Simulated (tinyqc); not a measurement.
Pariser-Parr-Pople SCF with singles CI, for the molecule c1ccc2[nH]ccc2c1 (SMILES; centres numbered as the heavy atoms are written), step by step. Computed by tinyqc, a small Python program that keeps every step. Settings: charge = 0, gamma = MN, start = huckel, damping = 0.3, iteration cap = 79, excitations kept = 6. Command: `OMP_NUM_THREADS=1 python tinyqc.py 28431 28432 out.jsonl` (the two numbers bound the seeds that draw the settings). One thread of a shared host (Intel(R) Xeon(R) Processor @ 2.60GHz), about 0.02 s of CPU time with the checks. Later iterations appear only in the table of the cycle.

## PPP integrals

Centres (angstrom, eV; a flat drawing with bonds scaled to 1.40 angstrom):
```
centre          x          y  core charge z          W   gamma_rr
1C       2.152000  -0.700000              1  11.160000  11.130000
2C       2.152000   0.700000              1  11.160000  11.130000
3C       0.939000   1.400000              1  11.160000  11.130000
4C      -0.273000   0.700000              1  11.160000  11.130000
5N      -1.605000   1.133000              2  25.600000  16.800000
6C      -2.427000   0.000000              1  11.160000  11.130000
7C      -1.605000  -1.133000              1  11.160000  11.130000
8C      -0.273000  -0.700000              1  11.160000  11.130000
9C       0.939000  -1.400000              1  11.160000  11.130000
```

Resonance integrals (eV):
```
i  j       beta
1  2  -2.180000
2  3  -2.180000
3  4  -2.180000
4  5  -2.050000
5  6  -2.050000
6  7  -2.180000
7  8  -2.180000
8  9  -2.180000
9  1  -2.180000
8  4  -2.180000
```

Mataga-Nishimoto: gamma = 14.399645/(R + a), a = 2 x 14.399645/(gamma_rr + gamma_ss); H_rr = -W_r - sum_(s != r) z_s gamma_rs; H_rs = beta for bonds.

repulsion gamma_rs (eV), lower triangle:
```
           1C         2C         3C         4C         5N         6C         7C         8C
1C  11.130000
2C   5.345539  11.130000
3C   3.871994   5.344569  11.130000
4C   3.517359   3.872154   5.346287  11.130000
5N   2.763090   2.991827   4.012053   5.921551  16.800000
6C   2.429924   2.429924   2.915316   4.046371   5.923586  11.130000
7C   2.837012   2.630518   2.948476   4.045268   4.367335   5.345983  11.130000
8C   3.872154   3.517359   3.872515   5.345539   4.367523   4.046371   5.344325  11.130000
9C   5.344569   3.871994   3.517455   3.872515   3.116055   2.915316   3.738477   5.346287

           9C
9C  11.130000
```

core matrix H (eV), lower triangle:
```
            1C          2C          3C          4C          5N          6C          7C          8C
1C  -43.904731
2C   -2.180000  -44.155711
3C    0.000000   -2.180000  -47.000718
4C    0.000000    0.000000   -2.180000  -53.048595
5N    0.000000    0.000000    0.000000   -2.050000  -59.063020
6C    0.000000    0.000000    0.000000    0.000000   -2.050000  -47.136379
7C    0.000000    0.000000    0.000000    0.000000    0.000000   -2.180000  -46.784730
8C    0.000000    0.000000    0.000000   -2.180000    0.000000    0.000000   -2.180000  -51.239597
9C   -2.180000    0.000000    0.000000    0.000000    0.000000    0.000000    0.000000   -2.180000

            9C
9C  -45.998724
```

## Starting guess

pi electrons, sum of z_r less the charge = 10

Orbitals of the Hueckel matrix of the beta values.

P at the start, lower triangle:
```
           1C         2C         3C         4C         5N         6C         7C        8C
1C   1.057486
2C   0.597561   1.057854
3C  -0.050070   0.721063   1.033208
4C  -0.228954  -0.074716   0.559170   1.096249
5N   0.131911  -0.173326  -0.091213   0.557893   1.272020
6C   0.112255   0.117995  -0.150215  -0.147307   0.652035   1.110011
7C  -0.166323   0.125030   0.056461  -0.201146  -0.290871   0.668448   1.244078
8C  -0.074223  -0.227857   0.074099   0.491033  -0.212600  -0.139459   0.560790  1.095393
9C   0.722160  -0.050438  -0.352455   0.074468   0.063586  -0.160273  -0.086998  0.554740

          9C
9C  1.033700
```

## Iteration 1: Fock matrix

F_rr = H_rr + P_rr gamma_rr / 2 + sum_(s != r) P_ss gamma_rs; F_rs = H_rs - P_rs gamma_rs / 2; E = tr P (H + F) / 2 + core repulsion sum_(r<s) z_r z_s gamma_rs.

F (eV), lower triangle:
```
           1C         2C         3C         4C          5N         6C         7C         8C
1C  -5.000920
2C  -3.777144  -5.218177
3C   0.096935  -4.106885  -5.756199
4C   0.402656   0.144655  -3.674742  -6.693444
5N  -0.182241   0.259280   0.182975  -3.701797  -11.640648
6C  -0.136386  -0.143359   0.218962   0.298030   -3.981194  -6.739417
7C   0.235930  -0.164446  -0.083237   0.406844    0.635165  -3.966757  -5.389577
8C   0.143702   0.400727  -0.143475  -3.492417    0.464267   0.282151  -3.678521  -5.244665
9C  -4.109817   0.097648   0.619872  -0.144188   -0.099069   0.233623   0.162619  -3.662899

           9C
9C  -4.911905
```

pi energy = -135.737702 eV

## Iteration 1: orbitals and new P

Diagonalise F (the basis is taken as orthonormal) and form P = 2 sum c c over the lowest orbitals; 0.3 of the old P is kept.

orbital energies (eV): -15.526885  -12.239791  -10.817399  -9.651726  -8.820286  -1.621178  -0.780992  0.476239  2.387065

P after iteration 1, lower triangle:
```
           1C         2C         3C         4C         5N         6C         7C        8C
1C   1.029477
2C   0.601747   1.021775
3C  -0.034527   0.722291   1.049083
4C  -0.253280  -0.060848   0.565936   1.094590
5N   0.119420  -0.134425  -0.117024   0.478001   1.517239
6C   0.058558   0.152944  -0.088000  -0.243119   0.541601   1.104903
7C  -0.150103   0.068358   0.064570  -0.126669  -0.289089   0.741461   1.127541
8C  -0.033924  -0.248479   0.033945   0.534709  -0.204590  -0.078046   0.536489  1.052623
9C   0.726290  -0.014368  -0.353207   0.054537   0.066522  -0.172004  -0.047153  0.553566

          9C
9C  1.002769
```

## Iteration 2: Fock matrix

As before.

F (eV), lower triangle:
```
           1C         2C         3C         4C          5N         6C         7C         8C
1C  -5.290411
2C  -3.788330  -5.345772
3C   0.066843  -4.110168  -5.627096
4C   0.445438   0.117806  -3.692828  -6.244456
5N  -0.164984   0.201088   0.234753  -3.465254  -10.534680
6C  -0.071146  -0.185822   0.128273   0.491876   -3.654112  -6.317679
7C   0.212922  -0.089909  -0.095192   0.256204    0.631275  -4.161919  -5.472951
8C   0.065680   0.436994  -0.065726  -3.609153    0.446775   0.157902  -3.613586  -5.403283
9C  -4.120854   0.027817   0.621194  -0.105598   -0.103643   0.250724   0.088140  -3.659763

           9C
9C  -5.239125
```

pi energy = -136.517584 eV

## Iteration 2: orbitals and new P

As before.

orbital energies (eV): -14.527944  -12.179357  -10.875501  -9.642700  -8.867819  -1.424861  -0.635730  0.450814  2.227644

P after iteration 2, lower triangle:
```
           1C         2C         3C         4C         5N         6C         7C        8C
1C   1.022409
2C   0.602969   1.013175
3C  -0.029270   0.723102   1.046072
4C  -0.262250  -0.049381   0.568134   1.084413
5N   0.113871  -0.120302  -0.125195   0.452066   1.598105
6C   0.044551   0.159662  -0.070622  -0.266840   0.503619   1.094147
7C  -0.140254   0.050915   0.066159  -0.105509  -0.286740   0.770185   1.099766
8C  -0.026148  -0.258379   0.027765   0.553168  -0.200788  -0.063184   0.520108  1.043086
9C   0.727948  -0.007499  -0.352840   0.045053   0.065971  -0.173504  -0.035361  0.554173

          9C
9C  0.998829
```

## Convergence

Stop when output and input P, before any damping, agree to 1e-7.

Course of the cycle:
```
iteration         E (eV)  largest |P(out) - P(in)|
1          -135.73770201                  3.50e-01
2          -136.51758411                  1.16e-01
3          -136.75731556                  4.08e-02
4          -136.83259954                  1.56e-02
5          -136.85638129                  6.47e-03
6          -136.86393794                  3.76e-03
7          -136.86635972                  2.36e-03
8          -136.86714490                  1.48e-03
9          -136.86740324                  9.28e-04
10         -136.86748978                  5.84e-04
11         -136.86751939                  3.69e-04
...                  ...                       ...
23         -136.86753584                  2.78e-06
24         -136.86753584                  1.96e-06
25         -136.86753584                  1.38e-06
26         -136.86753584                  9.75e-07
27         -136.86753584                  6.95e-07
28         -136.86753584                  4.95e-07
29         -136.86753584                  3.53e-07
30         -136.86753584                  2.51e-07
31         -136.86753584                  1.79e-07
32         -136.86753584                  1.27e-07
33         -136.86753584                  9.03e-08
```

Converged in 33 iterations.

## Converged orbitals

Charges are z - P_rr.

orbital energies (eV): -14.175308  -12.099307  -10.868786  -9.622421  -8.883924  -1.375692  -0.574536  0.470541  2.181581

coefficients:
```
         MO1        MO2        MO3        MO4        MO5        MO6        MO7        MO8
1C  0.125384   0.463446   0.028725  -0.487697  -0.203539  -0.148736   0.550983   0.179234
2C  0.144282   0.430476  -0.312202  -0.322819   0.311523  -0.387431  -0.315537  -0.367385
3C  0.242777   0.297895  -0.422483   0.182220   0.401539   0.465903  -0.179515   0.346422
4C  0.471799   0.072415  -0.231149   0.493297  -0.097114  -0.016111   0.542736  -0.149293
5N  0.588449  -0.450043  -0.276536  -0.255253  -0.364370  -0.194492  -0.284461   0.224606
6C  0.349176  -0.300935   0.243470  -0.372187   0.360734   0.434132   0.183256  -0.480176
7C  0.257138  -0.036629   0.496648  -0.010120   0.481247  -0.273615   0.039750   0.551968
8C  0.338819   0.241075   0.423964   0.402251  -0.081078  -0.257012  -0.268782  -0.311618
9C  0.181143   0.391617   0.328070  -0.125734  -0.435653   0.493185  -0.285905   0.088403

          MO9
1C   0.362720
2C  -0.332425
3C   0.331797
4C  -0.385809
5N   0.087205
6C   0.083441
7C  -0.270304
8C   0.493514
9C  -0.409638
```

pi charges: 1C -0.021209, 2C -0.009711, 3C -0.041223, 4C -0.068083, 5N 0.353596, 6C -0.080831, 7C -0.091643, 8C -0.042079, 9C 0.001183

## Singles CI, singlets

Over the 6 single excitations with the smallest orbital gaps: A = (e_a - e_i) delta + 2 (ia|jb) - (ij|ab), with (pq|rs) = sum c_mp c_mq gamma_mn c_nr c_ns. f = 2/3 w |mu|^2 in atomic units, mu = sqrt2 sum c_ia sum_m c_mi c_ma R_m.

singlet CI matrix (eV), lower triangle:
```
           5>6        4>6        5>7        4>7        5>8       3>6
5>6   4.774892
4>6  -0.038525   4.980530
5>7  -0.008959  -0.653685   5.042240
4>7   0.486942   0.068733   0.060604   6.055198
5>8  -0.141052  -0.209239   0.000538  -0.021434   6.249761
3>6  -0.209215  -0.084847  -0.024990  -0.063485  -0.166651  6.202003
```

singlet excitation energies (eV): 4.314258  4.602792  5.625370  6.029594  6.321199  6.411411

oscillator strengths: 0.029596  0.236589  1.137891  0.246402  0.746876  0.163297

## Singles CI, triplets

Over the 6 single excitations with the smallest orbital gaps: A = (e_a - e_i) delta - (ij|ab), with (pq|rs) = sum c_mp c_mq gamma_mn c_nr c_ns.

triplet CI matrix (eV), lower triangle:
```
           5>6        4>6        5>7        4>7       5>8       3>6
5>6   2.658062
4>6  -0.009165   3.664889
5>7  -0.012079   0.255549   3.800750
4>7   0.255549  -0.068751  -0.226134   3.689685
5>8   0.222889  -0.214290   0.189554  -0.019318  4.393384
3>6   0.339638   0.017635  -0.406995  -0.167169  1.240170  4.665809
```

triplet excitation energies (eV): 2.521370  2.937615  3.638337  3.759220  4.158627  5.857409
